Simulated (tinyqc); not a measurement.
Crystal pulling from the melt: segregation, interface stability, heat balance and point-defect regime. From V/G_S back to gradient in the melt G_L. Computed by tinyqc, a small Python program. Command: `OMP_NUM_THREADS=1 python tinyqc.py 3008985 3008986 out.jsonl pull inv`. One thread of a shared host (Intel(R) Xeon(R) Processor @ 2.30GHz), about 0.01 s of CPU time with the checks.

A dilute solute; steady pulling with a flat interface unless it is found unstable.

Inputs (values chosen for the exercise):

| quantity | value | unit |
|---|---|---|
| pull rate V | 0.43 | mm/min |
| solid conductivity k_S | 20.2 | W/(m K) |
| melt conductivity k_L | 63.7 | W/(m K) |
| latent heat per volume L | 4110 | J/cm^3 |
| critical ratio xi_c | 0.13 | mm^2/(min K) |

Method. k_S G_S = k_L G_L + L V; the largest rate for this G_S, with G_L = 0, is k_S G_S/L. Voronkov: the crystal grows vacancy-rich if V/G_S > xi_c and interstitial-rich if below; at fixed G_L the neutral rate solves V = xi_c G_S(V).

Task: A run gave the result below. Find the gradient in the melt G_L, known to lie between 3.6 and 7.6 K/cm.

V/G_S = 0.156248 mm^2/(min K)

Result:

Each step takes the trial c = (a f_b - b f_a)/(f_b - f_a), f being the result less the target and a, b, c the logarithms of the listed values; c replaces end b, the old b replaces a if the sign of f changed, and otherwise f_a is halved.

Scan of the range:

| gradient in the melt G_L (K/cm) | V/G_S (mm^2/(min K)) |
|---|---|
| 3.60 | 0.165804 |
| 4.08 | 0.156661 |
| 4.62 | 0.147509 |
| 5.23 | 0.138378 |
| 5.92 | 0.129323 |
| 6.71 | 0.120309 |
| 7.60 | 0.111549 |

False position (Illinois rule, in the logarithm of the input) inside the bracket:

| step | end a | end b | trial | V/G_S (mm^2/(min K)) |
|---|---|---|---|---|
| 1 | 4.08000 | 4.62000 | 4.10294 | 0.156249 |
| 2 | 4.62000 | 4.10294 | 4.10300 | 0.156248 |
| 3 | 4.62000 | 4.10300 | 4.10300 | 0.156248 |
| 4 | 4.10300 | 4.10300 | 4.10300 | 0.156248 |

V/G_S falls at every point of a 13-point scan of the range (every second point is shown), so one value fits; it is bracketed by 4.08 and 4.62. Answer: gradient in the melt G_L = 4.103 K/cm.
